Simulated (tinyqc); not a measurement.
Inside a calculation. Model: rapid thermal processing of a wafer: radiative balance, ramp and cooling, pattern effects, pyrometer error and spike budget. Computed by tinyqc, a small Python program that keeps every step. Command: `OMP_NUM_THREADS=1 python tinyqc.py 3112173 3112174 out.jsonl rtp walk`. One thread of a shared host (Intel(R) Xeon(R) Processor @ 2.30GHz), about 0.04 s of CPU time with the checks. Intermediate numbers are printed to about 5 digits and carried at full precision; extremes and crossings named in words are read from the listed rows.

The wafer is opaque and uniform through its thickness unless said otherwise; temperatures in formulas are in kelvin (C + 273.15). sigma = 5.670374419e-12 W/(cm^2 K^4).

Inputs (values chosen for the exercise, modelled on a hot silicon wafer):

| quantity | value | unit |
|---|---|---|
| wafer thickness d | 725 | micrometre |
| heat capacity per volume C | 2.24 | J/(cm^3 K) |
| thermal conductivity k | 0.28 | W/(cm K) |
| emissivity eps of each face | 0.7 | - |
| reflectivity of the chamber walls r | 0.0079 | - |
| gas heat-transfer coefficient h, both faces together | 7.6 | mW/(cm^2 K) |
| wall temperature T_w | 500 | K |
| process temperature | 804 | C |
| starting temperature | 550 | C |
| ramp rate | 23 | K/s |
| relative change of absorptivity over a pattern | 11 | % |
| period of the pattern | 1.4 | mm |
| pyrometer wavelength | 0.95 | micrometre |
| error of the assumed emissivity | 3.4 | % |
| activation energy of the process E_a | 2 | eV |

Constants: k_B = 8.617333262e-05 eV/K; h = 6.62607015e-34 J s; c = 299792458 m/s; k_B = 1.380649e-23 J/K.

## Power to hold and to ramp

Effective emissivity between parallel grey plates: eps_eff = 1/(1/eps + 1/(1 - r) - 1). Loss per area q(T) = 2 eps_eff sigma (T^4 - T_w^4) + h (T - T_w). Absorbed power during a ramp = q(T) + C d x ramp rate; thermal time constant tau = C d/(dq/dT), dq/dT = 8 eps_eff sigma T^3 + h; natural cooling rate q/(C d); front-to-back difference under one-sided heating at the end of the ramp = (absorbed power) d/(2 k).

eps_eff = 0.69612

holding power q = 14.520 W/cm^2

power at the end of the ramp = 18.256 W/cm^2

dq/dT = 47.065 mW/(cm^2 K)

time constant tau = 3.4505 s

natural cooling rate = 89.411 K/s

front-to-back difference = 2.3635 K

Radiation carries 70 % of the loss. The ramp needs 1.3 times the holding power.

## Cooling curve

Cooling with the lamps off: C d dT/dt = -q(T), integrated adaptively (relative tolerance 1e-10).

Lamps off at t = 0:

| t (s) | T (C) | cooling rate (K/s) |
|---|---|---|
| 0.35 | 774.21 | 81.072 |
| 0.69 | 747.85 | 74.168 |
| 1.40 | 699.49 | 62.587 |
| 2.40 | 643.19 | 50.719 |
| 3.50 | 592.79 | 41.420 |
| 5.20 | 531.34 | 31.573 |
| 8.60 | 445.53 | 20.164 |
| 14.00 | 363.53 | 11.346 |

The rate falls from 89.4 K/s at t = 0 to 11.3 K/s in the last row.

## Thermal budget of a spike

Spike anneal: linear ramp to the peak, then lamps off. Equivalent time at the peak = int exp(-(E_a/k_B)(1/T - 1/T_peak)) dt; estimate (k_B T^2/E_a)(1/ramp rate + 1/cooling rate). The ramp part uses 4000 trapezoid steps, the cooling part 4000 steps over 4 tau. Time within 50 K of the peak from the same curves.

equivalent time, ramp = 1.9941 s

equivalent time, cooling = 0.59886 s

equivalent time, total = 2.5929 s

estimate = 2.7327 s

time within 50 K of the peak = 2.7818 s

Cooling supplies 23 % of the budget.

## What a faster ramp buys

The formulas are those given above.

Against the ramp rate:

| ramp (K/s) | ramp part (s) | cooling part (s) | total (s) | power at the peak (W/cm^2) |
|---|---|---|---|---|
| 10 | 4.5864 | 0.59886 | 5.1852 | 16.14 |
| 25 | 1.8346 | 0.59886 | 2.4334 | 18.58 |
| 50 | 0.9173 | 0.59886 | 1.5161 | 22.64 |
| 100 | 0.4586 | 0.59886 | 1.0575 | 30.76 |
| 250 | 0.1835 | 0.59886 | 0.7823 | 55.12 |
| 500 | 0.0917 | 0.59886 | 0.6906 | 95.72 |
| 1000 | 0.0459 | 0.59886 | 0.6447 | 176.92 |

From 10 to 100 K/s the total falls by a factor 4.9, from 100 to 1000 K/s by 1.64: the cooling part, 0.599 s, is a floor, and the natural cooling rate here is 89.4 K/s.

## Pattern effect

At steady state a sinusoidal change of absorbed power of relative amplitude a and period p gives the temperature amplitude a q/(dq/dT + k d (2 pi/p)^2); healing length l = sqrt(k d/(dq/dT)); process change = E_a dT/(k_B T^2). Emissivity is taken as unchanged.

healing length l = 6.5675 mm

amplitude without lateral conduction = 33.937 K

amplitude = 0.039019 K

change of the process rate = 0.078051 %

Lateral conduction cuts the amplitude to 0.11 %, since p/(2 pi l) = 0.034.

## Pyrometer error

Signal proportional to eps/(exp(c2/(lambda T)) - 1), c2 = h c/k_B. If the assumed emissivity is too high by the given error, the reading T' solves (1 + error)/(exp(c2/(lambda T')) - 1) = 1/(exp(c2/(lambda T)) - 1). Wien estimate: T' - T = -lambda T^2 ln(1 + error)/c2. Process rates go as exp(-E_a/(k_B T)).

c2 = 14388 micrometre K

c2/(lambda T) = 14.060

reading less true temperature = -2.5553 K

Wien estimate = -2.5614 K

rate at T over rate at T', less 1 = 5.2573 %

Checks made by the program: cooling time against quadrature of C d dT/q (relative difference 5e-08).
